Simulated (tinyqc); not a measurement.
Trap density from the leakage.

Question. Trap-assisted leakage is J = q Nt times the integral over x of the rate through one trap. Find Nt, the areal density Nt t and the mean in-plane spacing (Nt t)^(-1/2).

Values chosen for this exercise: thickness t = 7.2 nm.

Constants: q = 1.602176634e-19 C. Results are converted to the units shown.

J = 0.0038139775 A/cm^2
integral of the rate over x = 1.2528934e6 nm/s

Solution. J is proportional to Nt.

Nt = 1.90e17 cm^-3
Nt t = 1.37e11 cm^-2
in-plane spacing = 27.0 nm

Program tinyqc, `OMP_NUM_THREADS=1 python tinyqc.py 2370159 2370160 out.jsonl`; Intel Xeon 2.30GHz, shared host, one thread, about 0.06 s.
